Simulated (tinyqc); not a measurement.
Comparisons within one model: spherical quantum dot. A value that a table varies takes the place of the one given here.

A sphere of radius R, isotropic masses, c = hbar^2/2m0, k = sqrt(mw E/c), kappa = sqrt(mb (V0 - E)/c). State n l is the spherical Bessel function j_l(k r) inside and k_l(kappa r) outside; psi and psi'/m are continuous: (k/mw) j_l'(kR)/j_l(kR) = (kappa/mb) k_l'(kappa R)/k_l(kappa R). For l = 0 this reads kR cot(kR) = 1 - (mw/mb)(1 + kappa R).

With hard walls E = c (x/R)^2/mw, x a zero of j_l: 1s 3.141593; 2s 6.283185; 1p 4.493409; 2p 7.725252; 1d 5.763459; 2d 9.095011; 1f 6.987932; 2f 10.417119.

Constants: hbar^2/2m0 = 3.80998211 eV angstrom^2.

Values chosen for the exercise (near those of a non-polar GaN dot in AlN; shifted at random, so the results belong to these values and not to a real crystal):
```
symbol  value                         unit      meaning
V0      1.884                         eV        barrier height
mw      0.199                         m0        mass inside
mb      0.312                         m0        mass outside
Rs      (16, 20, 23, 30, 39, 51, 69)  angstrom  radii
R       23                            angstrom  radius
```

## Radius

The two lowest states against R; a dash marks an unbound state.

Levels (eV):
```
R (angstrom)      1s      1p  1s, hard walls  flat well of width 2R
16            0.4572  0.9295          0.7381                 0.1183
20            0.3209  0.6548          0.4724                 0.0821
23            0.2548  0.5205          0.3572                 0.0649
30            0.1618  0.3307          0.2100                 0.0409
39            0.1016  0.2077          0.1242                 0.0256
51            0.0622  0.1273          0.0726                 0.0156
69            0.0354  0.0724          0.0397                 0.0089
```

What can be read from the table?

The lowest state is bound at every radius listed. 1p is bound at every radius listed. At the largest radius the level is 0.89 of the hard-wall value and 3.99 times that of the flat well (the hard-wall ratio is 4.00); the exponent d ln E/d ln R between the last two radii is -1.87. Levels above about 0.3 eV lie beyond the range of a parabolic mass.

## Shape and dimension

Lowest level with hard walls: film c (pi/2R)^2/mw, cylinder c (2.404826/R)^2/mw, sphere c (pi/R)^2/mw, square or cube of side a: 2 or 3 times c (pi/a)^2/mw; c = hbar^2/2m0. Finite barriers V0 with outer mass mb and psi, psi'/m continuous for film, cylinder and sphere (not separable for the square and the cube: dash).

Lowest level (eV):
```
shape                      hard walls  finite barrier
film, width 2R                 0.0893          0.0649
cylinder, radius R             0.2093          0.1507
square wire of equal area      0.2274               -
sphere, radius R               0.3572          0.2548
cube of equal volume           0.4124               -
```

How do the results move?

With hard walls the levels of film, cylinder and sphere stand as 1 : 2.34 : 4.00; with the finite barrier as 1 : 2.32 : 3.93. The square lies 8.6 % above the circle of equal area and the cube 15.5 % above the sphere of equal volume: round shapes give the lowest level for a given size.

## What each parameter does

The lowest level 1s and its distance to V0. Each row changes one parameter from the base and keeps the others.

Results:
```
case             E (eV)  V0 - E (eV)     k R
base             0.2548       1.6292  2.6534
R = 21 angstrom  0.2963       1.5877  2.6124
V0 = 1.601 eV    0.2478       1.3532  2.6169
mw = 0.2189 m0   0.2389       1.6451  2.6948
mb = 0.39 m0     0.2446       1.6394  2.5997
```

What can be read from the table?

The largest shifts from the base row, up to three for each result and ties (the steps differ in size, so this ranks the rows, not the parameters). E (eV): R +0.0415, mw -0.0159, mb -0.0102. V0 - E (eV): V0 -0.2760, R -0.0415, mw +0.0159. k R: mb -0.0537, mw +0.0414, R -0.0409.

Run: tinyqc, `OMP_NUM_THREADS=1 python tinyqc.py 1251543 1251544 out.jsonl`; Intel(R) Xeon(R) Processor @ 2.30GHz, one thread, shared host; about 0.02 s of CPU time with all checks.
